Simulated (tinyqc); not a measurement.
A particle near a wafer in liquid: double-layer and van der Waals forces (DLVO), deposition barrier and removal: one step, computed by the program tinyqc.

Sphere and flat wall, Derjaguin approximation, constant potentials in the linear-superposition form, no retardation and no hydration force.

Problem. Screening. kappa^2 = 2 z^2 e^2 N_A (1000 c)/(eps eps_0 k_B T); gamma_i = tanh(z e psi_i/(4 k_B T)); Z = 64 pi eps eps_0 (k_B T/(z e))^2 gamma_1 gamma_2.

Inputs (values chosen for the exercise, of the order of those for silica on silica in water):
```
quantity                            value   unit
particle radius R                     140     nm
potential of the particle psi_1       -47     mV
potential of the wafer psi_2          -12     mV
salt concentration c               0.0052  mol/L
valence z of the symmetric salt         1      -
temperature T                         298      K
dielectric constant of the liquid    78.4      -
```

Constants: e = 1.602176634e-19 C; N_A = 6.02214076e+23 1/mol; eps_0 = 8.8541878128e-12 F/m; k_B = 1.380649e-23 J/K; k_B = 8.617333262e-05 eV/K.

Give: kappa; Debye length; gamma_1; gamma_2; Z; kappa R.

Solution.

kappa = 0.23726 1/nm

Debye length = 4.2148 nm

gamma_1 = -0.42809

gamma_2 = -0.11630

Z = 4.5822 pN

kappa R = 33.216

Like signs: the double layers repel.
